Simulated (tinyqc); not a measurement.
# MOS inversion layer, Poisson-Schroedinger loop: two studies

Electrons confined at an insulator interface at z = 0, treated as a hard wall; parabolic valleys, Hartree approximation, no image or exchange terms. The depletion charge lies far deeper than the electrons and gives a uniform field q Nd/(eps0 eps_r); the gate balances all charge. Energies are counted from the band edge at the interface.

Inputs (values chosen for the exercise); masses and permittivity close to those of silicon (100): temperature T = 400 K; relative permittivity eps_r = 11.6; mass along z of valley set A (2 valley(s)) mz1 = 0.913 m0; in-plane density-of-states mass of set A md1 = 0.187 m0; mass along z of valley set B (4 valley(s)) mz2 = 0.19 m0; in-plane density-of-states mass of set B md2 = 0.42 m0; sheet density of electrons Ns = 5.4e12 cm^-2; sheet density of depletion charge Nd = 1.8e12 cm^-2; extra shift of set B (strain) dE = 0 eV.

Constants: q = 1.602176634e-19 C, kB = 1.380649e-23 J/K, hbar = 1.054571817e-34 J s, m0 = 9.1093837015e-31 kg, Vt = kB T/q, eps0 = 8.8541878128e-14 F/cm where lengths are in cm, hbar^2/(2 m0) = 0.0380998212 eV nm^2. Results are converted to the units shown.

Each table varies one quantity; the others keep the values above.

## Effect of the extra shift of set B (strain)

Schroedinger equation -(C/mz) psi'' + (V0 + U + dE for set B) psi = E psi, C = hbar^2/(2 m0), psi(0) = 0, on a uniform mesh of 800 nodes with a far wall at 20 nm, 8 levels a set; V0 = q Nd z/(eps0 eps_r); dU/dz = q (Ns - integral of n from 0 to z)/(eps0 eps_r), U(0) = 0; N_k = g md m0 q Vt/(pi hbar^2) ln(1 + exp((EF - E_k)/Vt)), g the number of valleys of the set, sum N_k = Ns. Triangular well: E_k = a_k (C F^2/mz)^(1/3), a_1 = 2.338107, a_2 = 4.087949, C = hbar^2/(2 m0), F in eV/nm. Fang-Howard (all electrons in the lowest level of set A): b^3 = 6 (mz1/C) q (Nd + 11 Ns/32)/(eps0 eps_r), centroid 3/b, level C b^2/(4 mz1) + (3/b) q (Nd + 11 Ns/16)/(eps0 eps_r). The centroid adds 3.9 z_av/eps_r to an oxide-equivalent thickness.

The same in every row: Fang-Howard centroid (nm) = 1.49.

Results:

| dE (eV) | A1 (meV) | B1 (meV) | EF (meV) | share of A1 (%) | share of set A (%) | centroid z_av (nm) | added oxide equivalent (nm) |
|---|---|---|---|---|---|---|---|
| -0.05 | 176 | 216 | 148 | 36.3 | 39.7 | 2.10 | 0.707 |
| -0.02 | 174 | 240 | 160 | 50.5 | 56.4 | 1.97 | 0.662 |
| 0.04 | 170 | 290 | 173 | 72.7 | 84.5 | 1.75 | 0.590 |
| 0.07 | 169 | 317 | 176 | 78.4 | 92.4 | 1.70 | 0.571 |
| 0.1 | 169 | 346 | 177 | 81.4 | 96.5 | 1.67 | 0.561 |
| 0.13 | 169 | 376 | 178 | 82.7 | 98.5 | 1.66 | 0.557 |
| 0.16 | 169 | 405 | 178 | 83.3 | 99.4 | 1.65 | 0.555 |

Estimate the missing row, dE = 0.01 eV.

Computed row:

| dE (eV) | A1 (meV) | B1 (meV) | EF (meV) | share of A1 (%) | share of set A (%) | centroid z_av (nm) | added oxide equivalent (nm) |
|---|---|---|---|---|---|---|---|
| 0.01 | 172 | 264 | 168 | 63.3 | 72.2 | 1.85 | 0.621 |

With this row back in the table: As dE goes from -0.05 to 0.16, A1 falls from 176 to 169 meV, the share of A1 rises from 36.3 to 83.3 % and the centroid falls from 2.10 to 1.65 nm. EF lies more than 2 meV above A1 for dE = 0.04, 0.07, 0.1, 0.13, 0.16. The Fang-Howard centroid is 29 % below the full one in the first row, where A1 holds 36.3 %, and 9.8 % below it in the last, where A1 holds 83.3 %.

## Effect of the sheet density of electrons

Schroedinger equation -(C/mz) psi'' + (V0 + U + dE for set B) psi = E psi, C = hbar^2/(2 m0), psi(0) = 0, on a uniform mesh of 800 nodes with a far wall at 23 nm, 8 levels a set; V0 = q Nd z/(eps0 eps_r); dU/dz = q (Ns - integral of n from 0 to z)/(eps0 eps_r), U(0) = 0; N_k = g md m0 q Vt/(pi hbar^2) ln(1 + exp((EF - E_k)/Vt)), g the number of valleys of the set, sum N_k = Ns.

Results:

| Ns (cm^-2) | A1 (meV) | B1 (meV) | EF (meV) | share of A1 (%) | share of set A (%) | centroid z_av (nm) | added oxide equivalent (nm) | Fang-Howard centroid (nm) |
|---|---|---|---|---|---|---|---|---|
| 1e11 | 77.2 | 130 | -89.1 | 43.0 | 54.5 | 2.60 | 0.873 | 1.87 |
| 2.1e11 | 79.7 | 133 | -60.5 | 43.6 | 54.9 | 2.57 | 0.864 | 1.86 |
| 4.5e11 | 85.0 | 140 | -27.6 | 44.7 | 55.8 | 2.51 | 0.845 | 1.83 |
| 9.7e11 | 96.0 | 155 | 12.4 | 47.0 | 57.6 | 2.41 | 0.809 | 1.78 |
| 2.1e12 | 118 | 184 | 66.0 | 51.3 | 60.9 | 2.22 | 0.747 | 1.68 |
| 4.4e12 | 157 | 236 | 139 | 57.4 | 65.7 | 1.97 | 0.661 | 1.54 |
| 2e13 | 351 | 490 | 438 | 69.5 | 75.2 | 1.36 | 0.457 | 1.12 |

Estimate the missing row, Ns = 9.4e12 cm^-2.

Computed row:

| Ns (cm^-2) | A1 (meV) | B1 (meV) | EF (meV) | share of A1 (%) | share of set A (%) | centroid z_av (nm) | added oxide equivalent (nm) | Fang-Howard centroid (nm) |
|---|---|---|---|---|---|---|---|---|
| 9.4e12 | 228 | 329 | 254 | 64.6 | 71.3 | 1.66 | 0.557 | 1.34 |

With this row back in the table: As Ns goes from 1e11 to 2e13, A1 rises from 77.2 to 351 meV, the share of A1 rises from 43.0 to 69.5 % and the centroid falls from 2.60 to 1.36 nm. A1 goes as Ns^(0.57) between the last two rows (a triangular well in the field of that charge alone gives 2/3). EF lies more than 2 meV above A1 for Ns = 9.4e12, 2e13. The Fang-Howard centroid is 28 % below the full one in the first row, where A1 holds 43.0 %, and 18 % below it in the last, where A1 holds 69.5 %.

Program tinyqc, `OMP_NUM_THREADS=1 python tinyqc.py 2160123 2160124 out.jsonl`; Intel Xeon 2.30GHz, shared host, one thread, about 1 s.
